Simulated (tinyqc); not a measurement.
# Trench capacitor in an array: capacitance, non-linearity, leakage and relaxation, step by step

tinyqc, about 0.01 s, one thread, Intel Xeon 2.30GHz (shared host): `OMP_NUM_THREADS=1 python tinyqc.py 2102198 2102199 out.jsonl` Printed values are rounded.

A film between two metal electrodes, each interface adding a series capacitance ci. The small-signal permittivity is ek (1 + aq E^2); the field is found with the linear permittivity. Leakage J = J0 sinh(E/Ef). After a voltage step the film passes a relaxation current kr C V tt^(-nr), tt being the time in seconds. The sidewall is a coaxial capacitor with radii a = dm/2 - t and b = dm/2, depth AR dm; the end face is left out.

Inputs (values chosen for the exercise); permittivity of the order of that of strontium titanate: relative permittivity of the film ek = 153; film thickness t = 9.6 nm; capacitance of each electrode interface (dead layer and screening) ci = 1000 uF/cm^2; quadratic field coefficient of the permittivity aq = -0.03 cm^2/MV^2; bias V = 0.8 V; leakage prefactor J0 = 1.9e-11 A/cm^2; field for an e-fold rise of the leakage Ef = 0.49 MV/cm; diameter of the hole dm = 100 nm; aspect ratio, depth over diameter AR = 50; pitch of the square array pt = 190 nm; resistivity of the inner electrode rho = 2000 uohm cm.

Constants: eps0 = 8.8541878128e-14 F/cm where lengths are in cm. Results are converted to the units shown.

## Planar capacitance, field and non-linearity

Planar film: Cf = eps0 ek/t, 1/C = 1/Cf + 2/ci, EOT = 3.9 eps0/C, effective permittivity C t/eps0, E = (V/t) C/Cf; quadratic coefficient [C(V)/C - 1]/V^2 with Cf (1 + aq E^2) in C(V).

Cf = 14.1114 uF/cm^2
C = 13.7240 uF/cm^2
EOT = 0.251612 nm
effective permittivity = 148.800
E = 0.810460 MV/cm
quadratic coefficient = -29960.7 ppm/V^2
J = 4.78474e-11 A/cm^2

The interfaces take 2.74 % of the voltage.

## Cell capacitance, fields and time constant

Per length 1/c = ln(b/a)/(2 pi eps0 ek) + (1/a + 1/b)/(2 pi ci); cell capacitance c AR dm; per footprint over pt^2; fields c V/(2 pi eps0 ek r) at r = a and b; resistance of the inner electrode rho AR dm/(pi a^2); time constant R C/3 of the distributed line.

a = 40.4 nm
b = 50 nm
cell capacitance = 194.106 fF
capacitance per footprint = 537.690 uF/cm^2
field at a = 0.903145 MV/cm
field at b = 0.729741 MV/cm
R = 19.5024 kohm
R C/3 = 1261.84 ps

The array gives 39.2 times the planar capacitance per footprint; curvature makes the field at the inner electrode 1.11 times the planar value.
